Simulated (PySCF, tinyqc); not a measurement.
Worked calculation: LCCD on RHF in the sto-3g basis, for Li-, spin multiplicity 1. The basis has no diffuse functions, so it cannot describe the extra electron: this is an exercise in the method, not the real anion. The lowest restricted solution is unstable here: a spin-polarised one lies 0.0041 hartree lower (PySCF). Computed by tinyqc, a small Python program that keeps every step (integrals from PySCF). Settings: charge = -1, multiplicity = 1, basis = sto-3g, method = RHF, energy threshold = 1e-10, iteration cap = 82, orthogonalisation = symmetric, start = core, DIIS depth = 6, amplitude equations = LCCD, DIIS depth for amplitudes = 6, cap on updates = 71. Command: `OMP_NUM_THREADS=1 python tinyqc.py 31805 31806 out.jsonl` (the two numbers bound the seeds that draw the settings). One thread of a shared host (Intel(R) Xeon(R) Processor @ 2.60GHz), about 0.07 s of CPU time with the checks. The early iterations of the SCF are left out here.

## One-electron integrals

Geometry (angstrom):
```
atom         x         y         z
Li    0.000000  0.000000  0.000000
```

Basis sto-3g: exponents (1/bohr^2) and contraction coefficients of normalised primitives:
```
element  l (shell)   exponent  coefficient
Li           s (1)  16.119575     0.154329
Li           s (1)   2.936201     0.535328
Li           s (1)   0.794651     0.444635
Li           s (2)   0.636290    -0.099967
Li           s (2)   0.147860     0.399513
Li           s (2)   0.048089     0.700115
Li           p (3)   0.636290     0.155916
Li           p (3)   0.147860     0.607684
Li           p (3)   0.048089     0.391957
```

Overlap, kinetic and nuclear-attraction integrals over the contracted functions; the nuclear repulsion is the sum of Za Zb / Rab.

nuclear repulsion = 0 hartree

overlap S, lower triangle:
```
           1Li 1s    1Li 2s   1Li 2px   1Li 2py   1Li 2pz
1Li 1s   1.000000
1Li 2s   0.241137  1.000000
1Li 2px  0.000000  0.000000  1.000000
1Li 2py  0.000000  0.000000  0.000000  1.000000
1Li 2pz  0.000000  0.000000  0.000000  0.000000  1.000000
```

kinetic energy T (hartree), lower triangle:
```
            1Li 1s    1Li 2s   1Li 2px   1Li 2py   1Li 2pz
1Li 1s    3.576786
1Li 2s   -0.020237  0.102163
1Li 2px   0.000000  0.000000  0.319682
1Li 2py   0.000000  0.000000  0.000000  0.319682
1Li 2pz   0.000000  0.000000  0.000000  0.000000  0.319682
```

nuclear attraction V (hartree), lower triangle:
```
            1Li 1s     1Li 2s    1Li 2px    1Li 2py    1Li 2pz
1Li 1s   -7.982881
1Li 2s   -0.964343  -1.206923
1Li 2px   0.000000   0.000000  -1.197261
1Li 2py   0.000000   0.000000   0.000000  -1.197261
1Li 2pz   0.000000   0.000000   0.000000   0.000000  -1.197261
```

core Hamiltonian H = T + V (hartree), lower triangle:
```
            1Li 1s     1Li 2s    1Li 2px    1Li 2py    1Li 2pz
1Li 1s   -4.406095
1Li 2s   -0.984581  -1.104759
1Li 2px   0.000000   0.000000  -0.877579
1Li 2py   0.000000   0.000000   0.000000  -0.877579
1Li 2pz   0.000000   0.000000   0.000000   0.000000  -0.877579
```

## Two-electron integrals

Functions are numbered as in S; the eight-fold symmetry (ij|kl) = (ji|kl) = (kl|ij) leaves the list below.

Two-electron integrals (ij|kl) in chemists' order, unique and non-zero (hartree):
```
(11|11) 1.680395   (21|11) 0.265420   (21|21) 0.049941   (22|11) 0.397727
(22|21) 0.092860   (22|22) 0.290562   (31|31) 0.008981   (32|31) 0.013788
(32|32) 0.064184   (33|11) 0.396640   (33|21) 0.092880   (33|22) 0.290497
(33|33) 0.312946   (41|41) 0.008981   (42|41) 0.013788   (42|42) 0.064184
(43|43) 0.016869   (44|11) 0.396640   (44|21) 0.092880   (44|22) 0.290497
(44|33) 0.279207   (44|44) 0.312946   (51|51) 0.008981   (52|51) 0.013788
(52|52) 0.064184   (53|53) 0.016869   (54|54) 0.016869   (55|11) 0.396640
(55|21) 0.092880   (55|22) 0.290497   (55|33) 0.279207   (55|44) 0.279207
(55|55) 0.312946
```

## Orthogonalisation

S = U s U^T; symmetric (Loewdin) form X = U s^(-1/2) U^T, so that X^T S X = 1.

eigenvalues of S: 0.758863  1.000000  1.000000  1.000000  1.241137

X, lower triangle:
```
            1Li 1s    1Li 2s   1Li 2px   1Li 2py   1Li 2pz
1Li 1s    1.022776
1Li 2s   -0.125161  1.022776
1Li 2px   0.000000  0.000000  1.000000
1Li 2py   0.000000  0.000000  0.000000  1.000000
1Li 2pz   0.000000  0.000000  0.000000  0.000000  1.000000
```

## Starting guess

The start is the orbitals of the core Hamiltonian; D = 2 C_occ C_occ^T.

D at the start, lower triangle:
```
            1Li 1s    1Li 2s   1Li 2px   1Li 2py   1Li 2pz
1Li 1s    2.123473
1Li 2s   -0.512047  2.123473
1Li 2px   0.000000  0.000000  0.000000
1Li 2py   0.000000  0.000000  0.000000  0.000000
1Li 2pz   0.000000  0.000000  0.000000  0.000000  0.000000
```

## Iteration 2 (converged): orbitals

converged F (hartree), lower triangle:
```
            1Li 1s     1Li 2s   1Li 2px   1Li 2py   1Li 2pz
1Li 1s   -1.966328
1Li 2s   -0.540712  -0.052270
1Li 2px   0.000000   0.000000  0.415796
1Li 2py   0.000000   0.000000  0.000000  0.415796
1Li 2pz   0.000000   0.000000  0.000000  0.000000  0.415796
```

Diagonalise F' = X^T F X, C = X C', fill 2 alpha and 2 beta electrons from the bottom; D = 2 C_occ C_occ^T. Each column has its largest component positive (the first on a tie).

F' = X^T F X (hartree), lower triangle:
```
           1         2         3         4         5
1  -1.919303
2  -0.315690  0.052954
3   0.000000  0.000000  0.415796
4   0.000000  0.000000  0.000000  0.415796
5   0.000000  0.000000  0.000000  0.000000  0.415796
```

orbital energies (hartree): MO1 -1.968602, MO2 0.102253, MO3 0.415796, MO4 0.415796, MO5 0.415796

coefficients C:
```
              MO1        MO2       MO3       MO4       MO5
1Li 1s   0.991218  -0.281468  0.000000  0.000000  0.000000
1Li 2s   0.034144   1.029840  0.000000  0.000000  0.000000
1Li 2px  0.000000   0.000000  1.000000  0.000000  0.000000
1Li 2py  0.000000   0.000000  0.000000  1.000000  0.000000
1Li 2pz  0.000000   0.000000  0.000000  0.000000  1.000000
```

D after iteration 2, lower triangle:
```
            1Li 1s    1Li 2s   1Li 2px   1Li 2py   1Li 2pz
1Li 1s    2.123473
1Li 2s   -0.512047  2.123473
1Li 2px   0.000000  0.000000  0.000000
1Li 2py   0.000000  0.000000  0.000000  0.000000
1Li 2pz   0.000000  0.000000  0.000000  0.000000  0.000000
```

Within a degenerate level the vectors are fixed only up to a rotation; this is one choice.

## Convergence

Stop when the energy changes by less than 1e-10 hartree and every element of the error matrix X^T (F D S - S D F) X is below 3e-06.

Course of the cycle:
```
iteration  E (hartree)    change  largest element of the error matrix
1          -7.21327332         -                             4.52e-16
2          -7.21327332  1.78e-15                             4.56e-16
```

PySCF RHF in the same basis = -7.21327332 hartree

Converged in 2 iterations.

## Populations

Mulliken: Z minus the diagonal of D S on the atom; Loewdin: the same with S^(1/2) D S^(1/2).

Charges (e):
```
atom   Mulliken    Loewdin
1Li   -1.000000  -1.000000
```

## Integrals over molecular orbitals

(pq|rs) = sum C_ip C_jq C_kr C_ls (ij|kl), one index at a time.

one-electron integrals over orbitals h = C^T H C (hartree), lower triangle:
```
           1          2          3          4          5
1  -4.396974
2   0.194845  -0.949950
3   0.000000   0.000000  -0.877579
4   0.000000   0.000000   0.000000  -0.877579
5   0.000000   0.000000   0.000000   0.000000  -0.877579
```

Two-electron integrals over orbitals (pq|rs), unique and non-zero (hartree):
```
(11|11) 1.658594    (21|11) -0.184570   (21|21) 0.031265    (22|11) 0.400522
(22|21) -0.010274   (22|22) 0.282425    (31|31) 0.009832    (32|31) 0.013694
(32|32) 0.060790    (33|11) 0.396329    (33|21) -0.006527   (33|22) 0.285670
(33|33) 0.312946    (41|41) 0.009832    (42|41) 0.013694    (42|42) 0.060790
(43|43) 0.016869    (44|11) 0.396329    (44|21) -0.006527   (44|22) 0.285670
(44|33) 0.279207    (44|44) 0.312946    (51|51) 0.009832    (52|51) 0.013694
(52|52) 0.060790    (53|53) 0.016869    (54|54) 0.016869    (55|11) 0.396329
(55|21) -0.006527   (55|22) 0.285670    (55|33) 0.279207    (55|44) 0.279207
(55|55) 0.312946
```

## LCCD: starting amplitudes

t_ij^ab = <ij||ab> / (e_i + e_j - e_a - e_b), whose energy is MP2.

Starting amplitudes (spin orbitals 1a, 1b, ...; amplitudes related by a flip of all spins are not repeated):
```
from      to          t
2a 2b  3a 3b  -0.096940
2a 2b  4a 4b  -0.096940
2a 2b  5a 5b  -0.096940
1a 2b  3a 3b  -0.005076
1a 2b  4a 4b  -0.005076
1a 2b  5a 5b  -0.005076
1a 1b  3a 3b  -0.002062
1a 1b  4a 4b  -0.002062
1a 1b  5a 5b  -0.002062
```

correlation energy = -0.01815684 hartree

## LCCD: amplitude update 1

t_ij^ab D_ij^ab are set to the remaining terms of the spin-orbital equations, evaluated with the old amplitudes; for the doubles these are <ij||ab> + 1/2 <ab||ef> t_ij^ef + 1/2 <mn||ij> t_mn^ab + P(ij)P(ab) <mb||ej> t_im^ae, D the orbital-energy denominators (linear CCD).

Amplitudes after update 1 (spin orbitals 1a, 1b, ...; amplitudes related by a flip of all spins are not repeated):
```
from      to          t
2a 2b  3a 3b  -0.157168
2a 2b  4a 4b  -0.157168
2a 2b  5a 5b  -0.157168
1a 2b  3a 3b  -0.005573
1a 2b  4a 4b  -0.005573
1a 2b  5a 5b  -0.005573
1a 1b  3a 3b  -0.001572
1a 1b  4a 4b  -0.001572
1a 1b  5a 5b  -0.001572
```

correlation energy = -0.02916702 hartree

## LCCD: amplitude update 2

As before.

Amplitudes after update 2 (spin orbitals 1a, 1b, ...; amplitudes related by a flip of all spins are not repeated):
```
from      to          t
2a 2b  3a 3b  -0.194815
2a 2b  4a 4b  -0.194815
2a 2b  5a 5b  -0.194815
1a 2b  3a 3b  -0.005271
1a 2b  4a 4b  -0.005271
1a 2b  5a 5b  -0.005271
1a 1b  3a 3b  -0.001255
1a 1b  4a 4b  -0.001255
1a 1b  5a 5b  -0.001255
```

correlation energy = -0.03599853 hartree

## LCCD: amplitude update 3

t_ij^ab D_ij^ab are set to the remaining terms of the spin-orbital equations, evaluated with the old amplitudes; for the doubles these are <ij||ab> + 1/2 <ab||ef> t_ij^ef + 1/2 <mn||ij> t_mn^ab + P(ij)P(ab) <mb||ej> t_im^ae, D the orbital-energy denominators (linear CCD). DIIS then mixes the stored amplitudes.

DIIS coefficients: -1.673393  2.673393

Amplitudes after update 3 (spin orbitals 1a, 1b, ...; amplitudes related by a flip of all spins are not repeated):
```
from      to          t
2a 2b  3a 3b  -0.257812
2a 2b  4a 4b  -0.257812
2a 2b  5a 5b  -0.257812
1a 2b  3a 3b  -0.004454
1a 2b  4a 4b  -0.004454
1a 2b  5a 5b  -0.004454
1a 1b  3a 3b  -0.000620
1a 1b  4a 4b  -0.000620
1a 1b  5a 5b  -0.000620
```

correlation energy = -0.04740141 hartree

## LCCD: convergence

E_corr = 1/4 sum <ij||ab> t_ij^ab; stop when the norm of the change is below 1e-8.

Course of the amplitude iterations:
```
update  correlation energy (hartree)  norm of the change
0                        -0.01815684                   -
1                        -0.02916702            2.09e-01
2                        -0.03599853            1.30e-01
3                        -0.04740141            8.16e-02
4                        -0.04740728            3.34e-04
5                        -0.04740706            5.26e-06
6                        -0.04740706            3.99e-15
```

Converged amplitudes (spin orbitals 1a, 1b, ...; amplitudes related by a flip of all spins are not repeated):
```
from      to          t
2a 2b  3a 3b  -0.257883
2a 2b  4a 4b  -0.257883
2a 2b  5a 5b  -0.257883
1a 2b  3a 3b  -0.004370
1a 2b  4a 4b  -0.004370
1a 2b  5a 5b  -0.004370
1a 1b  3a 3b  -0.000605
1a 1b  4a 4b  -0.000605
1a 1b  5a 5b  -0.000605
```

LCCD total energy = -7.26068037 hartree

Converged in 6 updates, with DIIS from the third.
